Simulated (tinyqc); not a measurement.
Worked calculation: coupled-perturbed Hartree-Fock on RHF in the sto-3g basis, for BeH2, spin multiplicity 1. One step of it, computed by the program tinyqc.

Problem. Response to a field: uncoupled start. Field along z; U_ai = -mu_ai / (e_a - e_i), alpha = -4 sum U_ai mu_ai.

orbital energies (hartree): MO1 -4.536074, MO2 -0.412828, MO3 -0.365716, MO4 0.211075, MO5 0.213509, MO6 0.342237, MO7 0.670203

dipole integrals <a|z|i> (bohr), order a4, a5, a6, a7:
$$\begin{pmatrix}
0.149264 & 0.945981 & 0.174083 \\
0.000000 & 0.000000 & 0.000000 \\
0.023848 & 0.072959 & 0.002888 \\
0.000929 & -0.018906 & 0.112186
\end{pmatrix}$$

Give: uncoupled U; uncoupled polarisability.

Solution.

uncoupled U, order a4, a5, a6, a7:
$$\begin{pmatrix}
-0.031 & -1.516 & -0.302 \\
0.000 & 0.000 & 0.000 \\
-0.005 & -0.097 & -0.004 \\
0.000 & 0.017 & -0.108
\end{pmatrix}$$

uncoupled polarisability = 6.045 bohr^3
